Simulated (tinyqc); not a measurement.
## Segment and feed resistance from two drops

Question. A rail is fed at one end through Rq; K loads of Ij follow, each after a segment Rs. The drop at load j is K Ij Rq + Rs Ij sum_(l=1..j) (K - l + 1). Find Rs, Rq and the worst drop, at the middle, if the rail were fed through Rq at both ends: K Ij Rq/2 + Rs Ij K^2/8 with the load taken as continuous.

Parameters, values chosen for the exercise: number of equal loads K = 14; current of each load Ij = 1.4 mA.

drops at the first and at the last load (mV): [19.6, 110.05400]

Solution. The difference of the two drops is Rs Ij K (K - 1)/2, which gives Rs; the first drop then gives Rq.

Rs = 0.7100 ohm
Rq = 0.2900 ohm
drop at the middle with two feeds = 27.20 mV

Numbers from tinyqc (`OMP_NUM_THREADS=1 python tinyqc.py 2770147 2770148 out.jsonl`; about 0.06 s on one thread of a shared Intel Xeon 2.30GHz).
